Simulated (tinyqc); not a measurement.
Inside a calculation: thin-film optics by transfer matrices. Values are carried at full precision from step to step, so a last printed digit may differ when a step is redone from the rounded ones.

Indices N = n + i k. Snell: N0 sin(theta) = N_j sin(theta_j), with Im(N_j cos theta_j) >= 0. Admittance y_j = N_j cos theta_j for s and N_j/cos theta_j for p. Phase delta_j = 2 pi N_j cos theta_j d_j/lambda. Layer matrix [[cos delta, -i sin delta/y], [-i y sin delta, cos delta]], multiplied from the top down to M. (B, C) = M (1, y_sub); r = (y0 B - C)/(y0 B + C), R = |r|^2, T = 4 Re y0 Re y_sub/|y0 B + C|^2, absorbed in the films 1 - R - T.

Inputs chosen for the exercise (indices near those of resist, ARC on Si; not measured data):
```
symbol  value                  unit     meaning
lam     633                    nm       vacuum wavelength
n0      1                               ambient index
n       (1.648, 1.663, 3.901)           n of resist, ARC, substrate
k       (0, 0.019, 0.02)                k in the same order
d       (110, 25.6)            nm       thicknesses, top first
theta   75                     degrees  angle of incidence
pol     p                               polarisation
```

## Angles, admittances and phases

Form cos theta_j, y_j and delta_j.

cos theta_j: ambient 0.2588, film 1 0.8102, film 2 0.8141+0.0047i, substrate 0.9689+0.0003i

y_j: ambient 3.8637, film 1 2.0340, film 2 2.0428+0.0115i, substrate 4.0264+0.0193i

delta_j (rad): film 1 1.4579, film 2 0.3440+0.0059i

## Layer matrices and their product

Form each matrix and multiply from the top down.

matrix of film 1:
```
          1         2
1    0.1126  -0.4885i
2  -2.0211i    0.1126
```

matrix of film 2:
```
                1               2
1  0.9414-0.0020i  0.0018-0.1651i
2  0.0153-0.6889i  0.9414-0.0020i
```

M:
```
                 1                2
1  -0.2305-0.0077i  -0.0008-0.4785i
2  -0.0023-1.9803i  -0.2277-0.0039i
```

Each matrix has determinant 1, and so has M.

## Reflection and transmission

Close the stack on the substrate.

B, C: -0.2244-1.9343i  -0.9189-2.0003i

r = 0.5569+0.1105i
R = 0.3223
T into the substrate = 0.6695
absorbed in the films = 0.0081

The bare substrate would reflect 0.0004.

## Ellipsometric angles

Ellipsometry: rho = tan(Psi) exp(i Delta) = -conj(r_p/r_s) with the r of the admittance formula, Delta in 0 to 360 degrees, so that a bare dielectric at small angles gives Delta = 180.

Repeat the steps for both polarisations.

r_s = -0.3890+0.2169i
r_p = 0.5569+0.1105i
Psi = 51.89 degrees
Delta = 319.64 degrees

## Checks

- R against the recursion of Airy sums from the substrate up: both 0.32235.

tinyqc: `OMP_NUM_THREADS=1 python tinyqc.py 1652293 1652294 out.jsonl`; about 0.01 s, one thread, shared Intel(R) Xeon(R) Processor @ 2.30GHz.
